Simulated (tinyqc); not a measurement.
Capacitance of parallel on-chip lines from Laplace's equation on a mesh: one step of the calculation.

Cross-section of an endless row of equal lines between two grounded planes; neighbours are driven in antiphase (+1 V and -1 V), so the plane midway between two lines is at 0 V. By symmetry one quarter is solved: x runs from the centre of a line (column 0, mirror) to that midplane (column 5, 0 V), y from the mid-height of the line (row 0, mirror) to the ground plane (row 4, 0 V). The line fills columns 0 to 2 and rows 0 to 1 at 1 V. Cells beside the line (below row 1) have e2, cells above have e1. Each link between nodes has the conductance g = mean permittivity of the two cells beside it (a cell beyond a mirror counts as 0), and the free nodes obey sum g (V_neighbour - V) = 0.

Problem. Relaxation sweep. One sweep visits the free nodes row by row from row 0, left to right, and replaces V by V + om (weighted mean of the neighbours - V), using new values at once.

Values chosen for this exercise:
- om = 1 (over-relaxation factor)

V at the start (V):

|  | col 0 | col 1 | col 2 | col 3 | col 4 | col 5 |
|---|---|---|---|---|---|---|
| row 0 | 1 | 1 | 1 | 0 | 0 | 0 |
| row 1 | 1 | 1 | 1 | 0 | 0 | 0 |
| row 2 | 0 | 0 | 0 | 0 | 0 | 0 |
| row 3 | 0 | 0 | 0 | 0 | 0 | 0 |
| row 4 | 0 | 0 | 0 | 0 | 0 | 0 |

gx:

|  | col 0 | col 1 | col 2 | col 3 | col 4 |
|---|---|---|---|---|---|
| row 0 | 3.5 | 3.5 | 3.5 | 3.5 | 3.5 |
| row 1 | 4.7 | 4.7 | 4.7 | 4.7 | 4.7 |
| row 2 | 2.4 | 2.4 | 2.4 | 2.4 | 2.4 |
| row 3 | 2.4 | 2.4 | 2.4 | 2.4 | 2.4 |
| row 4 | 1.2 | 1.2 | 1.2 | 1.2 | 1.2 |

gy:

|  | col 0 | col 1 | col 2 | col 3 | col 4 | col 5 |
|---|---|---|---|---|---|---|
| row 0 | 3.5 | 7 | 7 | 7 | 7 | 3.5 |
| row 1 | 1.2 | 2.4 | 2.4 | 2.4 | 2.4 | 1.2 |
| row 2 | 1.2 | 2.4 | 2.4 | 2.4 | 2.4 | 1.2 |
| row 3 | 1.2 | 2.4 | 2.4 | 2.4 | 2.4 | 1.2 |

Find: V after sweep 1.

Solution.

V after sweep 1 (V):

|  | col 0 | col 1 | col 2 | col 3 | col 4 | col 5 |
|---|---|---|---|---|---|---|
| row 0 | 1.0000 | 1.0000 | 1.0000 | 0.2500 | 0.0625 | 0.0000 |
| row 1 | 1.0000 | 1.0000 | 1.0000 | 0.3431 | 0.1090 | 0.0000 |
| row 2 | 0.2500 | 0.3125 | 0.3281 | 0.1678 | 0.0692 | 0.0000 |
| row 3 | 0.0625 | 0.0938 | 0.1055 | 0.0683 | 0.0344 | 0.0000 |
| row 4 | 0.0000 | 0.0000 | 0.0000 | 0.0000 | 0.0000 | 0.0000 |

tinyqc, about 1 s, one thread, Intel Xeon 2.30GHz (shared host): `OMP_NUM_THREADS=1 python tinyqc.py 2790111 2790112 out.jsonl`
